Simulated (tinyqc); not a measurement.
# Electron mobility in a silicon inversion layer, empirical terms and Matthiessen rule: effect of the body doping

Inversion layer of sheet density Ns on a uniformly doped body. The mobility terms are empirical power laws with prefactors chosen for the exercise; adding their inverses (Matthiessen) is itself an approximation.

ni = sqrt(Nc Nv) exp(-Eg/(2 Vt)), Eg in volts; Ndep = sqrt(2 eps0 eps_r Nb (2 Vt ln(Nb/ni) + Vsb)/q); E = q (Ndep + eta Ns)/(eps0 eps_r), in MV/cm. With t = T/(300 K): muC = Ac (Ns/1e12 cm^-2) t/(Nb/1e17 cm^-3 + Nit/1e11 cm^-2), muP = Ap E^(-1/3) t^(-1.75), muS = As E^(-gs); 1/mu is the sum of the inverses.

Parameters, values chosen for the exercise; material values close to those of silicon:
```
symbol    value        unit                                                meaning
T           325           K                                            temperature
Eg         1.11          eV                                               band gap
eps_r      11.5                         relative permittivity of the semiconductor
Nc      3.21e19       cm^-3                 conduction-band density of states at T
Nv         3e19       cm^-3                    valence-band density of states at T
Vsb           0           V                                      reverse body bias
eta         0.5              weight of the inversion charge in the effective field
Ap          404  cm^2/(V s)           phonon-limited mobility at 1 MV/cm and 300 K
As          779  cm^2/(V s)                  roughness-limited mobility at 1 MV/cm
gs            2                                     exponent of the roughness term
Ac         2000  cm^2/(V s)                                      Coulomb prefactor
Nit      4.4e10       cm^-2                                charge at the interface
Ns       5.4e12       cm^-2                                      inversion density
```

Constants: q = 1.602176634e-19 C, kB = 1.380649e-23 J/K, Vt = kB T/q, eps0 = 8.8541878128e-14 F/cm where lengths are in cm. Results are converted to the units shown.

Effect of the body doping:
```
Nb (cm^-3)  E (MV/cm)  muC (cm^2/(V s))  muP (cm^2/(V s))  muS (cm^2/(V s))  mu (cm^2/(V s))
2e16           0.4911           1.828e4             445.1              3229            383.0
4.4e16         0.5262           1.330e4             435.0              2813            366.4
9.7e16         0.5798              8298             421.2              2317            341.7
2.1e17         0.6591              4606             403.6              1793            307.4
4.7e17         0.7847              2276             380.8              1265            259.3
1e18           0.9622              1121             355.7             841.4            204.4
2.3e18          1.260             499.1             325.1             490.5            140.5
5e18            1.684             232.0             295.2             274.7            88.19
```

What does the table show?

As Nb goes from 2e16 to 5e18 cm^-3, E rises from 0.491 to 1.68 MV/cm and mu falls from 383 to 88.2 cm^2/(V s). The smallest term is the phonon one in the first row and the Coulomb one in the last. At Nb = 5e18 cm^-3 E passes 1.5 MV/cm, beyond the usual range of such laws.

Numbers from tinyqc (`OMP_NUM_THREADS=1 python tinyqc.py 2510030 2510031 out.jsonl`; about 0.01 s on one thread of a shared Intel Xeon 2.30GHz).
